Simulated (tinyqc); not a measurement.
From the Foster terms back to the ladder.

Inverse problem. A two-node ladder (R1 between the nodes, R2 to ambient, C1 and C2 to ambient) has Z(t) = r_1 (1 - exp(-t/tau_1)) + r_2 (1 - exp(-t/tau_2)) at node 1. Find C1, R1, R2 and C2.

tau_1, tau_2 (ms): 0.50818690  3.9494131
r_1, r_2 (K/W): 0.81111449  0.74888551

Solution. The initial slope gives 1/C1 = sum r/tau, the initial curvature 1/(R1 C1^2) = sum r/tau^2, the final value R1 + R2 = sum r, and the determinant tau_1 tau_2 = R1 R2 C1 C2.

C1 = 0.560 mJ/K
R1 = 1.00 K/W
R2 = 0.560 K/W
C2 = 6.40 mJ/K

Numbers from tinyqc (`OMP_NUM_THREADS=1 python tinyqc.py 2520070 2520071 out.jsonl`; about 0.01 s on one thread of a shared Intel Xeon 2.30GHz).
